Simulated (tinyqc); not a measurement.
Inside a calculation. Model: solid solubility of a dopant against its melt (retrograde solidus), clustering and the electrically active fraction. Computed by tinyqc, a small Python program that keeps every step. Command: `OMP_NUM_THREADS=1 python tinyqc.py 3003774 3003775 out.jsonl retro walk`. One thread of a shared host (Intel(R) Xeon(R) Processor @ 2.30GHz), about 0.01 s of CPU time with the checks. Intermediate numbers are printed to about 7 digits and carried at full precision; extremes and crossings named in words are read from the listed rows.

Inputs (values chosen for the exercise, of the order of those of copper in silicon for the solubility):
```
quantity                                       value            unit
melting point of the host T_m                   1687               K
heat of melting of the host H_f                 50.2          kJ/mol
interaction L of the melt                       -9.5          kJ/mol
enthalpy of transfer from melt to solid H       1.46              eV
entropy of transfer S                           2.97             k_B
site density N0                                5e+22          1/cm^3
temperature T                                   1335               K
total dopant density N_t                     2.9e+20          1/cm^3
atoms per cluster m                                4               -
cluster scale N* at 1273 K                   1.7e+20          1/cm^3
activation energy E_b of the cluster scale      0.27              eV
anneal temperature T_a                           950               K
prefactor of n_i                            3.92e+16  1/(cm^3 K^1.5)
energy E_i in n_i                              0.602              eV
mobility mu                                       95      cm^2/(V s)
```

Clustering: clusters that take up free electrons.

Constants: R = 8.314462618 J/(mol K); k_B = 8.617333262e-05 eV/K; e = 1.602176634e-19 C; N_A = 6.02214076e+23 1/mol.

## Liquidus and solidus at T

x_l and x_s are atom fractions of the dopant in melt and solid; the solid is dilute. Liquidus of the host: R T ln(1 - x_l) + L x_l^2 = -H_f (1 - T/T_m). Distribution: k = x_s/x_l = exp[L (1 - x_l)^2/(R T)] exp(S/k_B - H/(k_B T)), the first factor being the activity coefficient in the melt. Solubility = x_s N0; at T_m x_l = 0.

x_l = 0.5126352

distribution coefficient k = 4.896652e-05

x_s = 2.510196e-05

solubility = 1.255098e+18 1/cm^3

k at the melting point = 4.306037e-04

k has changed by a factor 0.11 from its value at T_m, while x_l has grown from 0 to 0.513.

## The retrograde maximum

The largest x_s N0 between 900 K and T_m. For an ideal melt with constant heats the maximum has x_l = H_f/(H + H_f), H in the same units.

temperature of the maximum = 1540.749 K

largest solubility = 2.737174e+18 1/cm^3

x_l there = 0.2533281

ideal-melt value H_f/(H + H_f) = 0.2627329

The maximum lies 146 K below T_m: above it the melt runs out of dopant, below it k falls as exp(-H/(k_B T)).

## The solidus

The formulas are those given above.

Against temperature:
```
T (K)        x_l             k  solubility (1/cm^3)  over the maximum
1000   0.8166995  8.224433e-07         3.358445e+16         0.0122698
1100   0.7388795  3.714806e-06         1.372397e+17         0.0501392
1200   0.6500843  1.280835e-05         4.163253e+17         0.1521004
1300   0.5503273  3.569544e-05         9.822086e+17         0.3588404
1400   0.4383443  8.361314e-05         1.832567e+18         0.6695106
1500   0.3109926  1.688198e-04         2.625085e+18         0.9590494
1580   0.1936601  2.683154e-04         2.598099e+18         0.9491905
1640   0.0921296  3.579593e-04         1.648933e+18         0.6024218
1675   0.0249019  4.123762e-04         5.134470e+17         0.1875829
```

Between the first rows the Arrhenius energy of the solubility is 1.33 eV, against H = 1.46 eV; it shrinks to zero at 1541 K and turns negative beyond. A crystal saturated at the maximum precipitates dopant-rich liquid on cooling and on heating alike. Below a eutectic or compound temperature another phase would set the limit.

## Active fraction after the anneal

A highly soluble donor (another dopant than that of the solidus) is limited by clustering. Donors N_a are active, and clusters hold m atoms each: N_t = N_a + m C, m C = N* (N_a/N*)^m (n/N*)^m, each atom taking one electron, n = N_a/2 + sqrt(N_a^2/4 + n_i^2), n_i = prefactor x T^1.5 exp(-E_i/(k_B T)), with N*(T) = N*(1273 K) exp[-(E_b/k_B)(1/T - 1/1273)]. Resistivity = 1/(e mu N_a).

N*(T_a) = 7.362322e+19 1/cm^3

active density N_a = 8.373819e+19 1/cm^3

active fraction = 0.2887524

resistivity = 0.7845894 milliohm cm

Doubling the dose would raise N_a by only 11 %. Caution: this clustering law is a generic form; degeneracy and a doping-dependent mobility are left out.

## Active against total

A highly soluble donor (another dopant than that of the solidus) is limited by clustering. Donors N_a are active, and clusters hold m atoms each: N_t = N_a + m C, m C = N* (N_a/N*)^m (n/N*)^m, each atom taking one electron, n = N_a/2 + sqrt(N_a^2/4 + n_i^2), n_i = prefactor x T^1.5 exp(-E_i/(k_B T)), with N*(T) = N*(1273 K) exp[-(E_b/k_B)(1/T - 1/1273)].

Active density (1/cm^3):
```
N_t (1/cm^3)    N_a at T_a   fraction  N_a at T_a + 150 K  N_a at T_a - 150 K
1.00e+19      9.999991e+18  0.9999991        1.000000e+19        9.999353e+18
3.00e+19      2.994473e+19  0.9981576        2.999753e+19        2.773478e+19
1.00e+20      6.667436e+19  0.6667436        8.744335e+19        4.163057e+19
2.00e+20      7.838655e+19  0.3919328        1.116173e+20        4.696127e+19
5.00e+20      9.121387e+19  0.1824277        1.333520e+20        5.368407e+19
1.00e+21      1.006623e+20  0.1006623        1.481755e+20        5.893091e+19
2.00e+21      1.104519e+20  0.0552259        1.631186e+20        6.448966e+19
5.00e+21      1.243468e+20  0.0248694        1.840094e+20        7.248021e+19
```

The exponent d ln N_a/d ln N_t falls from 1.00 to 0.13, towards 1/(2m) = 0.125. At the highest dose a 150 K hotter anneal gives 1.48 times the active density, and a later step 150 K cooler would cut it to 0.58 if it ran to equilibrium: short hot anneals come last.

Checks made by the program: the ideal-melt maximum (relative difference 7e-08).
